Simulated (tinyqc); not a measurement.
Inside a calculation. Method: RKS/exchange-only LDA in the 6-31g basis, for H2, spin multiplicity 1. One step of it, computed by the program tinyqc.

Question. Orthogonalisation. S = U s U^T; symmetric (Loewdin) form X = U s^(-1/2) U^T, so that X^T S X = 1.

overlap S, lower triangle:
```
,1H 1s,1H 2s,2H 1s,2H 2s
1H 1s,1.000000
1H 2s,0.658292,1.000000
2H 1s,0.199824,0.376962,1.000000
2H 2s,0.376962,0.710254,0.658292,1.000000
```

Give: eigenvalues of S; X.

Answer.

eigenvalues of S: 0.1651  0.3888  0.9248  2.5213

X, lower triangle:
```
,1H 1s,1H 2s,2H 1s,2H 2s
1H 1s,1.2532
1H 2s,-0.4996,1.6140
2H 1s,-0.0198,0.0267,1.2532
2H 2s,0.0267,-0.6138,-0.4996,1.6140
```
